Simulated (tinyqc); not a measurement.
Worked calculation: tight binding, honeycomb lattice. One step of it, computed by the program tinyqc.

Task: Levels at k. Diagonalise the Hermitian matrix.

H(k) at k (eV):
```
,A,B
A,-0.877546,-5.881329-0.113176i
B,-5.881329+0.113176i,-0.877546
```

Give: eigenvalues; weights |c|^2 of the basis functions.

Result:

eigenvalues (eV): -6.7600  5.0049

weights |c|^2 of the basis functions:
```
,band 1,band 2
A,0.5000,0.5000
B,0.5000,0.5000
```
